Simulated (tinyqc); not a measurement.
Flattening the wire at fixed area: round or elliptic silicon nanowire with anisotropic valleys (Ritz method).

Wire along x = [110] on a (001) wafer, y = [-110], z = [001]. Valley groups (w = inverse masses): A, two valleys along z: w_y = 1/mt, w_z = 1/ml, m_x = mt; B, four valleys in the wafer plane: w_y = (1/ml + 1/mt)/2, w_z = 1/mt, m_x = (ml + mt)/2.

Hard wall on the ellipse (y/a)^2 + (z/b)^2 = 1, c = hbar^2/2m0. With u = y/a, v = z/b the operator is -c [(w_y/a^2) d2/du2 + (w_z/b^2) d2/dv2] on the unit disc. Basis (1 - u^2 - v^2) u^i v^j; S, X and Y are the disc integrals of f f', (df/du)(df'/du) and (df/dv)(df'/dv), from the integral of u^p v^q = 2 Gamma((p+1)/2) Gamma((q+1)/2)/((p + q + 2) Gamma((p+q+2)/2)) for even p, q; H = c (w_y X/a^2 + w_z Y/b^2).

Converged values use 21 functions of each parity class (e or o in u, then in v).

Constants: hbar^2/2m0 = 3.80998211 eV angstrom^2.

Inputs chosen for the exercise (near those of a Si nanowire; shifted at random, so the results belong to these values and not to a real crystal):
```
symbol  value                              unit  meaning
ml      0.915                              m0    longitudinal mass
mt      0.193                              m0    transverse mass
asp     (0.4, 0.6, 0.8, 1, 1.3, 1.8, 2.5)        ratios a/b
area    32.2                               nm^2  cross-section, kept fixed
```

a = sqrt(area x ratio/pi), b = a/ratio, 1 nm^2 = 100 angstrom^2; lowest level of each group.

Levels (eV):
```
a/b  a (angstrom)  b (angstrom)       A       B
0.4          20.2          50.6  0.1342  0.1053
0.6          24.8          41.3  0.0955  0.0895
0.8          28.6          35.8  0.0769  0.0867
1.0          32.0          32.0  0.0663  0.0893
1.3          36.5          28.1  0.0577  0.0976
1.8          43.0          23.9  0.0520  0.1167
2.5          50.6          20.2  0.0516  0.1471
```

Each group is lowest where its stretched ellipse is a circle, at a/b = sqrt(w_y/w_z): 2.18 for A and 0.78 for B. The lowest group is B in the first row and A in the last, crossing between a/b = 0.6 and 0.8; B - A is -29 meV in the first row and +96 meV in the last.

tinyqc: `OMP_NUM_THREADS=1 python tinyqc.py 1250304 1250305 out.jsonl`; about 0.06 s, one thread, shared Intel(R) Xeon(R) Processor @ 2.30GHz.
